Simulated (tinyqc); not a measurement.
Estimate of lattice thermal conductivity from elastic moduli (Slack, Klemens and Cahill formulas): one step, computed by the program tinyqc.

An isotropic solid.

Task: Point defects and grains. High-temperature forms with the classical heat capacity. Klemens: kappa/kappa_0 = arctan(u)/u, u^2 = pi^2 Theta V Gamma kappa_0/(h v_m^2). Grains: 1/kappa_poly = 1/kappa + 1/(C v_m d/3), C = 3 k_B/(n V), the acoustic branches alone.

Inputs (values chosen for the exercise, for a model crystal):
```
quantity                     value        unit
volume per atom V             22.2  angstrom^3
atoms per primitive cell n       2           -
temperature T                  300           K
disorder parameter Gamma    0.0002           -
grain size d                   310          nm
```

Grueneisen parameter: from the Poisson ratio.

kappa of the perfect crystal = 20.30721 W/(m K)

Debye temperature Theta = 296.4388 K

v_m = 2798.398 m/s

Constants: h = 6.62607015e-34 J s; k_B = 1.380649e-23 J/K.

Give: disorder scale u; kappa with point defects; grain-boundary limit; kappa of the polycrystal.

Result:

disorder scale u = 0.2255

kappa with point defects = 19.97 W/(m K)

grain-boundary limit = 269.8 W/(m K)

kappa of the polycrystal = 18.60 W/(m K)

For small u the loss is about u^2/3 = 0.017. Grains remove a further 7 %.
